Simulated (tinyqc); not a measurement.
# Read current of a NAND string, cells in series solved by shooting: what changes with what

Cells in series, numbered from 0 at the source line (0 V) to the bit line, each followed by a gap resistance Rg. A cell with gate Vg, threshold VT, source Vs and drain Vd passes I = 2 nf K Vt^2 [F(Vs) - F(Vd)]/(1 + th max(Vg - VT, 0)), F(V) = ln^2(1 + exp((Vg - VT - nf V)/(2 nf Vt))). The selected cell has Vg = Vr, the others Vg = Vp.

Parameters, values chosen for the exercise; values of the order met in vertical NAND strings: temperature T = 358 K; gain factor of a cell K = 7.1 uA/V^2; slope factor nf = 2.3; mobility reduction factor th = 0.2 1/V; resistance of the gap between cells Rg = 16 kohm; bit-line voltage Vbl = 0.4 V; pass voltage Vp = 7.7 V; threshold of an erased cell Ve = -2 V; threshold of the highest state Vh = 3.7 V; threshold of the selected cell Vx = 1.7 V; sensing current Is = 10 nA; read voltage on the selected word line Vr = 3.23 V.

Constants: q = 1.602176634e-19 C, kB = 1.380649e-23 J/K, Vt = kB T/q. Results are converted to the units shown.

Each table varies one quantity; the others keep the values above.

## Read current against the number of cells

For a trial current I start at 0 V and, cell by cell, solve for the drain: sqrt(F(Vd)) = sqrt(F(Vs) - I/k), k = 2 nf K Vt^2/(1 + th max(Vg - VT, 0)), Vd = [Vg - VT - 2 nf Vt ln(exp(sqrt F) - 1)]/nf, then add I Rg. The string current is the I for which the last node reaches Vbl. The apparent threshold is the Vr at which I = Is. Background: all other cells erased (VT = Ve) or all in the highest state (VT = Vh); ratio and shift are high over erased and high minus erased. The selected cell is in the middle, cell n/2.

Read current against the number of cells:
columns A: n; B: I, others erased (uA); C: I, others high (uA); D: ratio; E: apparent VT, erased (V); F: apparent VT, high (V); G: background shift (mV)
```
A          B        C       D      E      F      G
8     0.6482   0.4985  0.7690  1.667  1.669  1.908
16    0.3632   0.2664  0.7335  1.672  1.676  3.824
32    0.1929   0.1378  0.7141  1.683  1.691  7.682
64   0.09953  0.07007  0.7040  1.705  1.721  15.80
96   0.06706  0.04698  0.7006  1.727  1.751  23.91
128  0.05056  0.03533  0.6988  1.749  1.781  32.17
192  0.03389  0.02362  0.6971  1.794  1.843  49.21
```

With erased neighbours the current falls from 0.648 to 0.0339 uA, as n^(-0.84) between the first two rows and n^(-0.99) between the last two (-1 once the series resistance rules). The ratio falls from 0.769 to 0.697 and the background shift rises from 1.91 to 49.2 mV.

## Effect of the position of the selected cell

Same model as above.

The string has 64 cells, numbered from the source.

Effect of the position of the selected cell:
columns A: j; B: I, others erased (uA); C: I, others high (uA); D: ratio; E: apparent VT, erased (V); F: apparent VT, high (V); G: background shift (mV)
```
A         B        C       D      E      F         G
0    0.1007  0.07050  0.7003  1.662  1.662  0.001403
9    0.1004  0.07041  0.7011  1.674  1.678     4.305
18   0.1001  0.07030  0.7021  1.686  1.695     8.653
27  0.09977  0.07016  0.7032  1.698  1.711     13.26
36  0.09932  0.06998  0.7046  1.711  1.728     17.81
45  0.09875  0.06975  0.7064  1.723  1.745     22.38
54  0.09800  0.06944  0.7085  1.735  1.762     26.99
63  0.09699  0.06897  0.7112  1.748  1.780     31.64
```

From the source end to the bit-line end the apparent VT with high neighbours rises from 1.662 to 1.780 V and the background shift rises from 0.00140 to 31.6 mV. Cells and gaps on the source side raise the source of the selected cell, which costs nf times that voltage in gate drive; those on the drain side only lower its drain voltage.

Numbers from tinyqc (`OMP_NUM_THREADS=1 python tinyqc.py 2142109 2142110 out.jsonl`; about 0.6 s on one thread of a shared Intel Xeon 2.30GHz).
